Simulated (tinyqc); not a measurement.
Rigid-ion and shell models of the dielectric response of an ionic crystal: one step, computed by the program tinyqc.

Charges +Z and -Z; 6 nearest neighbours, Madelung constant M = 1.747565, volume per ion pair Omega = 2.000000 d^3. Energy per pair U = -M Z^2 e2/d + 6 A exp(-d/rho), e2 = e^2/(4 pi eps_0). In the shell model the anion is a core of charge Y - Z and a massless shell of charge -Y, joined by the spring k; the repulsion acts on the shell. Each ion feels the Lorentz field E + (4 pi/3) P (Gaussian units).

Task: Shell model: electronic response. Eliminating the shell gives the anion polarisability alpha_- = Y^2 e2/(k + R), the Szigeti charge Z_S = Z - Y R/(k + R) and the softened spring R' = k R/(k + R). With b = 4 pi (alpha_+ + alpha_-)/(3 Omega): eps_inf = (1 + 2b)/(1 - b) (Clausius-Mossotti); Born charge Z* = Z_S (eps_inf + 2)/3.

Inputs (values chosen for the exercise, for a model crystal):
```
quantity,value,unit
ionic charge Z,1,e
shell charge size Y,1.99,e
core-shell spring k,45.3,eV/angstrom^2
cation polarisability alpha_+,0.45,angstrom^3
```

Structure: rock salt.

repulsive spring R = 4.450937 eV/angstrom^2

volume Omega = 38.06833 angstrom^3

Constants: e^2/(4 pi eps_0) = 14.39964548 eV angstrom.

Give: anion polarisability alpha_-; Szigeti charge Z_S; softened spring R'; b; eps_inf; Born charge Z*.

Result:

anion polarisability alpha_- = 1.146 angstrom^3

Szigeti charge Z_S = 0.8220 e

softened spring R' = 4.053 eV/angstrom^2

b = 0.1756

eps_inf = 1.639

Born charge Z* = 0.9971 e

Overlap pushes the shell back and lowers the effective charge to 82 % of Z; the local field then raises the Born charge to 100 % of Z.
